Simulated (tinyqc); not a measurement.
Worked calculation: plane-wave Kohn-Sham cycle with exchange-only LDA in a layered model solid. One step of it, computed by the program tinyqc.

Task: Iteration 1: levels at that k. Diagonalise the Hermitian matrix.

H (hartree), lower triangle:
```
           -3         -2         -1         +0         +1         +2        +3
-3   0.767203
-2  -0.225000   0.200766
-1   0.000000  -0.225000  -0.139096
+0   0.000000   0.000000  -0.225000  -0.252384
+1   0.000000   0.000000   0.000000  -0.225000  -0.139096
+2   0.000000   0.000000   0.000000   0.000000  -0.225000   0.200766
+3   0.000000   0.000000   0.000000   0.000000   0.000000  -0.225000  0.767203
```

Give: eigenvalues.

Result:

eigenvalues (hartree): -0.5502  -0.2616  -0.0214  0.2389  0.2958  0.8516  0.8523
